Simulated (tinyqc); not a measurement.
Equilibrium crystal shape, supported particles, Gibbs-Thomson effect and coarsening. Changing the time t. Computed by tinyqc, a small Python program. Command: `OMP_NUM_THREADS=1 python tinyqc.py 3010540 3010541 out.jsonl wulff sweep`. One thread of a shared host (Intel(R) Xeon(R) Processor @ 2.30GHz), about 0.2 s of CPU time with the checks.

A cubic crystal bounded by {100}, {110} and {111} facets only.

Inputs (values chosen for the exercise, for a model metal): lattice constant a = 2.99 angstrom; first-neighbour bond energy e1 = 0.389 eV; second-neighbour bond energy e2 = 0.056 eV; temperature T = 875 K; precipitate interface energy gamma_i = 0.16 J/m^2; solubility x_inf at a flat interface = 0.0052; diffusivity D = 1.1e-18 m^2/s; mean radius at the start r0 = 7.8 nm.

Surface energies: broken bonds, fcc.

Constants: 1 eV/angstrom^2 = 16.02176634 J/m^2; k_B = 1.380649e-23 J/K.

Method. A cut with normal n breaks sum_R |R.n|/(2 Omega) bonds per area (R over all neighbours of a shell) and makes two surfaces: gamma = sum over shells e_s sum_R |R.n|/(4 Omega). fcc: 12 neighbours a/2 (1,1,0), 6 at a (1,0,0), Omega = a^3/4. Spherical precipitates of nearly pure solute with atomic volume Omega: x(r) = x_inf exp(l/r), l = 2 gamma_i Omega/(k_B T). Diffusion-limited coarsening at small volume fraction (Lifshitz-Slyozov-Wagner): r^3 = r0^3 + K t, K = (4/9) D x_inf l; the number density falls as (r0/r)^3. The steady size distribution is assumed from the start, and D and x_inf are inputs that do not follow T.

One run for each value:
```
time t (s)  mean radius at t (nm)  number density over its start
3.50e+04                     7.89                     9.6788e-01
1.50e+05                     8.15                     8.7547e-01
6.10e+05                     9.08                     6.3353e-01
2.50e+06                    11.70                     2.9667e-01
1.10e+07                    17.57                     8.7480e-02
4.40e+07                    27.27                     2.3406e-02
1.80e+08                    43.35                     5.8244e-03
7.60e+08                    69.96                     1.3856e-03
3.20e+09                   112.94                     3.2943e-04
```

Over the rows, mean radius at t (nm) rises from 7.89 to 113 (exponent d ln y / d ln x 0.023 between the first rows and 0.33 between the last); number density over its start falls from 0.968 to 3.29e-4 (exponent d ln y / d ln x -0.069 between the first rows and -1.00 between the last). At the high end the exponent of mean radius at t is 0.33, close to 0.33: the cube-root law of coarsening. At the low end the exponent of mean radius at t is 0.02, close to 0: K t is still small against r0^3. At the high end the exponent of number density over its start is -1.00, close to -1: at fixed volume fraction the number goes as 1/r^3.
